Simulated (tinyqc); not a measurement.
# Changing the substrate thickness t

Model: self-heating of a transistor with one or more fingers, with temperature-dependent conductivity. Computed by tinyqc, a small Python program. Command: `OMP_NUM_THREADS=1 python tinyqc.py 3018631 3018632 out.jsonl selfheat sweep`. One thread of a shared host (Intel(R) Xeon(R) Processor @ 2.30GHz), about 0.06 s of CPU time with the checks.

N long parallel fingers lie on the top face of a slab whose bottom is held at T_0; the top is otherwise insulated, and heat flows in two dimensions. P in W/mm is 1000 P in W/m.

Inputs (values chosen for the exercise, modelled on gallium oxide): conductivity at the base temperature kappa_0 = 23.3 W/(m K); exponent m in kappa ~ T^-m = 1.16; base temperature T_0 = 298 K; power per gate width P = 0.18 W/mm; fingers N = 4; finger pitch s = 55 micrometre; width of the heat source w = 1.6 micrometre.

Power: power rises with temperature.

Method:
- A line source of power P on the top face raises the top at distance x by (P/(pi kappa_0)) g(x), g(x) = -ln tanh(pi x/(4 t)) (the image sum for the slab). On a strip of width w the centre sees the mean of g over the strip, g_0 = 1 + ln(8 t/(pi w)) for w much below t.
- theta_i = (P/(pi kappa_0)) [g_0 + sum over j != i of g(|i - j| s)], with equal powers and constant conductivity; thermal resistance = largest theta/P.
- Kirchhoff transformation for kappa = kappa_0 (T/T_0)^-m: T = T_0 [1 - (m - 1) theta/T_0]^(-1/(m - 1)), where theta is the linear rise.
- The bracket vanishes at the power P T_0/((m - 1) theta).

One run for each value:
```
substrate thickness t (micrometre)  thermal resistance (K mm/W)  true rise (K)  own factor g_0
17                                                        59.06         10.853          4.2979
28                                                        68.09         12.554          4.7969
46                                                        81.37         15.074          5.2933
77                                                       100.73         18.788          5.8085
130                                                      125.00         23.519          6.3322
220                                                      151.97         28.871          6.8583
360                                                      178.24         34.186          7.3508
600                                                      205.91         39.890          7.8616
```

Over the rows, thermal resistance (K mm/W) rises from 59.1 to 206 (exponent d ln y / d ln x between 0.28 and 0.41); true rise (K) rises from 10.9 to 39.9 (exponent d ln y / d ln x between 0.29 and 0.43); own factor g_0 rises from 4.30 to 7.86 (exponent d ln y / d ln x 0.22 between the first rows and 0.13 between the last). The own factor grows only as ln t; thinning also cuts the coupling between fingers. Left out: 10.0 (the run failed its checks).

Extremes, crossings and ranges named in words are read from the listed rows.
